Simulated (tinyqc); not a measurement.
# Heat flow across a film from the phonon Boltzmann equation in the relaxation-time approximation, step by step

A worked calculation. Computed by tinyqc, a small Python program that keeps every step. Command: `OMP_NUM_THREADS=1 python tinyqc.py 3003239 3003240 out.jsonl slabbte walk`. One thread of a shared host (Intel(R) Xeon(R) Processor @ 2.30GHz), about 0.01 s of CPU time with the checks. Intermediate numbers are printed to about 6 digits and carried at full precision; extremes and crossings named in words are read from the listed rows.

Two black walls, hot at x = 0 and cold at x = L, emit phonons isotropically. For one free path Lambda, with tau = x/Lambda, tau_L = L/Lambda and phi = (T - T_cold)/Delta T, energy balance gives phi(tau) = (1/2) [E2(tau) + int_0^tau_L phi(s) E1(|tau - s|) ds]; E_n are the exponential integrals. The flux over the ballistic flux C v Delta T/4 is psi = 1 - 2 int_0^tau_L phi(s) E2(s) ds, and kappa_eff/kappa = (3/4) tau_L psi. kappa = C v Lambda/3 is an input, so at fixed kappa a longer free path means a smaller C v.

Inputs (values chosen for the exercise, modelled on gallium nitride):
```
quantity                             value     unit
bulk conductivity kappa                186  W/(m K)
film thickness L                       240       nm
wall temperature difference Delta T     18        K
free path Lambda_1                      94       nm
free path Lambda_2                     740       nm
share f_2 of kappa                    0.23        -
cells n in the small system              6        -
```

Free-path groups: two.

## The small linear system for Lambda_1

Cut the film into n equal cells with constant phi, collocated at the centres c_i: the kernel integrates to A_ij = |E2(|c_i - e_j|) - E2(|c_i - e_(j+1)|)|/2 for cell edges e_j, and A_ii = 1 - E2(half a cell); solve (1 - A) phi = E2(c)/2; psi = 1 - 2 sum_j phi_j [E3(e_j) - E3(e_(j+1))].

optical thickness tau_L = 2.55319

1 - A, lower triangle (symmetric):
```
           1          2          3          4          5         6
1   0.558918
2  -0.149743   0.558918
3  -0.062110  -0.149743   0.558918
4  -0.030519  -0.062110  -0.149743   0.558918
5  -0.016111  -0.030519  -0.062110  -0.149743   0.558918
6  -0.008864  -0.016111  -0.030519  -0.062110  -0.149743  0.558918
```

right-hand side E2(c)/2: 0.279459  0.129715  0.0676055  0.0370866  0.0209759  0.0121123

flux weights E3(e_j) - E3(e_(j+1)): 0.252431  0.113109  0.0585893  0.0320528  0.0181004  0.0104411

## Temperature profile and flux in the small system

In short, (1 - A) phi = b and psi = 1 - 2 sum_j w_j phi_j, with b the right-hand side and w_j the flux weights; the cells divide 0 to tau_L.

phi at the cell centres: 0.776808  0.663029  0.554033  0.445967  0.336971  0.223192

psi, small system = 0.347462

## Fine solution for Lambda_1

Use 150 and 300 cells and extrapolate psi = (4 psi(300) - psi(150))/3. The jump at the hot wall is 1 - phi there (linear extrapolation from the first two of 300 cells). Two-flux (diffusion with slip) formula: psi = 1/(1 + 3 tau_L/4).

psi for Lambda_1 = 0.335611

kappa_eff/kappa for Lambda_1 = 0.642660

jump at the wall / Delta T for Lambda_1 = 0.145940

psi, two-flux formula = 0.343066

The small system misses psi by +3.53 % and the two-flux formula by +2.2 %. For Lambda_1 alone: Jumps at the walls and the gradient inside share Delta T.

## Conductivity, flux and boundary resistance of the film

Each group is solved on its own with 150 and 300 cells, psi = (4 psi(300) - psi(150))/3, and weighted by its share of kappa (f_1 is what the others leave); exchange of energy between groups inside the film is left out. Flux J = kappa_eff Delta T/L; apparent boundary resistance per wall (L/kappa_eff - L/kappa)/2.

kappa_eff = 100.172 W/(m K)

kappa_eff/kappa = 0.538560

flux J = 7.51292 GW/m^2

apparent resistance per wall = 0.552775 m^2 K/GW

## Exact and approximate size effects

Two-flux: kappa_eff/kappa = sum f_i/(1 + 4 Lambda_i/(3 L)). Matthiessen with the thickness: sum f_i/(1 + Lambda_i/L). Ballistic limit: sum f_i 3 L/(4 Lambda_i).

Kappa_eff/kappa:
```
L (nm)  Boltzmann   two-flux  Matthiessen  ballistic limit
2.8     0.0173734  0.0174771    0.0231397        0.0178548
9.4     0.0550462  0.0558915    0.0728850        0.0599412
24       0.125935   0.129212     0.163835         0.153041
56       0.242285   0.250147     0.303648         0.357097
140      0.422725   0.434861     0.497275         0.892742
380      0.631678   0.642975     0.695335          2.42316
940      0.783097   0.791626     0.828690          5.99412
2400     0.889555   0.894777     0.916775          15.3041
```

The two-flux formula lies above the Boltzmann result by at most about 3.2 % (at L = 56 nm); the Matthiessen form is high by up to 33 %, since it misses the factor 3/4 of the ballistic limit. The thinnest film reaches 97 % of that limit, and the thickest, 25 Lambda_1, only 89 % of the bulk value: the long free paths keep the size effect alive far beyond Lambda_1. Rows below about 10 nm are near the phonon wavelength, where a particle picture fails.

Checks made by the program: symmetry phi(tau) + phi(tau_L - tau) = 1 (relative difference below 1e-10); thick-film limit psi = 1/(3 tau_L/4 + 1.0657) at tau_L = 20 (relative difference 2e-04).
